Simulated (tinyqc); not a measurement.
# Capacitance measurement on a leaky thin oxide: effects of series resistance and leakage: what changes with what

The device is a capacitance C in parallel with a leakage conductance G, in series with Rs and Ls. An impedance meter reports either a parallel pair (Cp, Gp) from Y = 1/Z = Gp + i w Cp or a series pair (Cs, Rm) from Z = Rm + 1/(i w Cs); w = 2 pi f, dissipation D = Gp/(w |Cp|).

Parameters, values chosen for the exercise; values of the order met in thin-oxide MOS capacitors: relative permittivity of the gate insulator (close to hafnium oxide) eox = 22.6; insulator thickness tox = 5.1 nm; gate area A = 100 um^2; oxide-equivalent thickness added by the accumulation layer zc = 0.39 nm; oxide-equivalent thickness added by gate depletion zp = 0 nm; gate leakage current density, not matched to the thickness Jg = 0.12 A/cm^2; voltage for an e-fold rise of the leakage Vs = 0.16 V; series resistance Rs = 87 ohm; series inductance Ls = 0 nH; measuring frequency f = 10000 Hz.

Constants: eps0 = 8.8541878128e-14 F/cm where lengths are in cm. Results are converted to the units shown.

Each table varies one quantity; the others keep the values above.

## Readings against frequency

EOT = 3.9 tox/eox; CET = EOT + zc + zp; C = 3.9 eps0 A/CET; G = Jg A/Vs. Z = Rs + i w Ls + 1/(G + i w C); CET read from Cp = 3.9 eps0 A/Cp; errors under 0.001 % are printed as 0.

The same in every row: C (pF) = 2.719.

Readings against frequency:
```
f (Hz),Cp (pF),Cs (pF),D,error of Cp (%),error of Cs (%),CET read from Cp (nm)
1000,2.718,5243,43.91,-0.0130,1.93e5,1.270
3000,2.718,585.0,14.64,-0.0130,2.14e4,1.270
10000,2.718,55.13,4.391,-0.0130,1930,1.270
30000,2.718,8.542,1.464,-0.0130,214,1.270
1e5,2.718,3.243,0.4392,-0.0131,19.3,1.270
3e5,2.718,2.777,0.1468,-0.0131,2.14,1.270
1e6,2.718,2.724,0.04539,-0.0133,0.193,1.270
3e6,2.718,2.719,0.01909,-0.0150,0.0214,1.270
1e7,2.718,2.719,0.01925,-0.0351,1.93e-3,1.271
3e7,2.713,2.719,0.04605,-0.211,0,1.273
```

What does the comparison show?

D goes from 43.9 through a minimum of 0.0191 (at f = 3e6 Hz among the rows listed) to 0.0460; without inductance its minimum lies at f = sqrt(G (1 + G Rs)/Rs)/(2 pi C) = 5.44e6 Hz. The error of Cp goes from -0.0130 to -0.211 % and that of Cs from 1.93e5 to 0 %; at low frequency Cp tends to C/(1 + G Rs)^2 and Cs grows as 1 + (G/(w C))^2. One of the two readings is within 2 % of C for f = 1000, 3000, 10000, 30000, 1e5, 3e5, 1e6, 3e6, 1e7, 3e7 Hz. For f = 1000, 3000, 10000, 30000 D exceeds 1, where the accuracy of real meters degrades in proportion to sqrt(1 + D^2).

## Effect of the gate area

Same model as above.

Rs is held fixed.

Effect of the gate area:
```
A (um^2),C (pF),Cp (pF),Cs (pF),D,error of Cp (%),error of Cs (%),CET read from Cp (nm)
20,0.54376,0.54375,11.025,4.3904,-2.61e-3,1930,1.2701
70,1.9032,1.9030,38.588,4.3906,-9.13e-3,1930,1.2702
200,5.4376,5.4362,110.25,4.3910,-0.0261,1930,1.2704
600,16.313,16.300,330.75,4.3922,-0.0783,1930,1.2711
2000,54.376,54.235,1102.5,4.3964,-0.260,1930,1.2734
5000,135.94,135.06,2756.3,4.4054,-0.649,1930,1.2784
10000,271.88,268.37,5512.5,4.4205,-1.29,1930,1.2867
40000,1087.5,1032.9,22050,4.5109,-5.03,1930,1.3373
```

What does the comparison show?

As A goes from 20 to 40000, the error of Cp goes from -0.00261 to -5.03 %, that of Cs from 1930 to 1930 %, and D rises from 4.39 to 4.51. The CET read from Cp goes from 1.27 to 1.34 nm against the true 1.27 nm. G/(w C) does not depend on the area, while G Rs and w C Rs grow with it. In every row D exceeds 1, where the accuracy of real meters degrades in proportion to sqrt(1 + D^2).

tinyqc, about 0.01 s, one thread, Intel Xeon 2.30GHz (shared host): `OMP_NUM_THREADS=1 python tinyqc.py 2022039 2022040 out.jsonl`
